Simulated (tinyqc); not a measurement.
Interlayer thickness: switching kinetics of a ferroelectric film and the memory window of a ferroelectric gate stack. Computed by tinyqc, a small Python program. Command: `OMP_NUM_THREADS=1 python tinyqc.py 3012707 3012708 out.jsonl feswitch walk`. One thread of a shared host (Intel(R) Xeon(R) Processor @ 2.30GHz), about 0.01 s of CPU time with the checks.

Fields in MV/cm; 1 microcoulomb/cm^2 over eps_0 is 11.29409 MV/cm. In the stack (metal, ferroelectric, interlayer, channel) the channel is taken as a conductor.

Inputs (values chosen for the exercise, for a model film): saturation polarisation P_s = 38 microcoulomb/cm^2; ratio P_r/P_s = 0.73; coercive field E_c = 0.97 MV/cm; permittivity of the ferroelectric eps_F = 29; thickness t_F = 24 nm; permittivity of the interlayer eps_I = 5.5; share s of P screened by trapped charge = 0.62; pulse height V = 4.8 V; breakdown field of the interlayer = 12 MV/cm.

Method. Series stack: V = E_F t_F + E_I t_I and eps_I E_I = eps_F E_F + (1 - s) P/eps_0. E_I is for P = +P_s at the pulse height, the depolarising field for P = +P_r at V = 0; V needed puts E_F = 1.5 E_c after switching.

Stack against t_I:
```
t_I (nm)  E_F after (MV/cm)  E_I (MV/cm)  depolarising field / E_c  V needed (V)
0.3                  1.5286       37.712                    0.2617         4.612
0.5                  1.2454       36.219                    0.4189         5.358
0.8                  0.8604       34.189                    0.6327         6.478
1.2                  0.4094       31.811                    0.8830         7.971
1.6                  0.0172       29.743                    1.1008         9.464
2.0                 -0.3272       27.927                    1.2920        10.957
3.0                 -1.0286       24.229                    1.6813        14.689
```

What does the comparison show, and why?

Each nanometre of interlayer costs 3.73 V, against 0.15 V for a nanometre of ferroelectric. The depolarising field grows from 0.26 to 1.68 E_c. At E_F = 1.5 E_c the interlayer carries (1.5 eps_F E_c + (1 - s) P_s/eps_0)/eps_I = 37.3 MV/cm whatever its thickness, above its breakdown field of 12 MV/cm, so the voltages in the last column could not be applied without breakdown. Caution: rows with E_I above the breakdown field of the interlayer cannot be reached without charge injection. Caution: where E_F after switching is below E_c the switching stalls before P_s, and where the depolarising field exceeds E_c the state switches back, so those rows describe states that are not held.
